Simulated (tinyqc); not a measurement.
Precursor delivery by bubblers, mass-transport growth and the solid composition of a III-V alloy: one step, computed by the program tinyqc. Command: `OMP_NUM_THREADS=1 python tinyqc.py 3025995 3025996 out.jsonl movpe_thermo walk`. One thread of a shared host (Intel(R) Xeon(R) Processor @ 2.30GHz), about 0.01 s of CPU time with the checks.

1 sccm = 44.615 micromol/min; 1 torr = 133.322 Pa. The sources decompose fully at the surface.

Problem. Bubblers. log10 p_v = a - b/T_bath; molar flow = F x 44.615 x p_v/(p_b - p_v) for a saturated bubbler.

Inputs (values chosen for the exercise, modelled on triethylgallium (source 1) and trimethylindium (source 2) for the vapour pressures):
```
quantity              value  unit
bath temperature T1     284     K
bath temperature T2     291     K
bubbler pressure p_b   1000  torr
carrier flow F1          33  sccm
carrier flow F2         140  sccm
```

constants a, b of source 1 (log10 torr, K): 8.077  2162

constants a, b of source 2 (log10 torr, K): 10.55  3014

Give: vapour pressure 1; molar flow 1; vapour pressure 2; molar flow 2.

Solution.

vapour pressure 1 = 2.913 torr

molar flow 1 = 4.301 micromol/min

vapour pressure 2 = 1.558 torr

molar flow 2 = 9.748 micromol/min

One kelvin of bath error changes flow 1 by 6.2 % and flow 2 by 8.2 %.
